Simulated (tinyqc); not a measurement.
Surface potential of a MOS transistor: implicit equation and explicit approximations: one step of the calculation.

p-type body, charge-sheet picture, depletion and inversion only, full ionisation (an idealisation for deep acceptors), Boltzmann statistics (rough once Na exp(x - xn) passes about Nc/7). In units of Vt: xg = (Vg - Vfb)/Vt, x = psi/Vt, G = gamma/sqrt(Vt), xn = (2 phiF + Vc)/Vt. The implicit equation is (xg - x)^2 = G^2 [x - 1 + exp(x - xn)] for x above about 3. Cox = eps0 eox/tox.

Question. New x. D = exp(x - xn), f = (xg - x)^2 - G^2 (x - 1 + D), f' = -2 (xg - x) - G^2 (1 + D), x(new) = x - f/f'.

x at the start = 39.48
G = 3.1392742
xn = 27.854346
xg = 58.950952

Give: D; f; f'; x after iteration 1.

Answer.

D = 1.1193e5
f = -1.1031e6
f' = -1.1032e6
x after iteration 1 = 38.480

Computed by the program tinyqc: `OMP_NUM_THREADS=1 python tinyqc.py 2122147 2122148 out.jsonl`, one thread of a shared Intel Xeon 2.30GHz, about 0.01 s for the whole run.
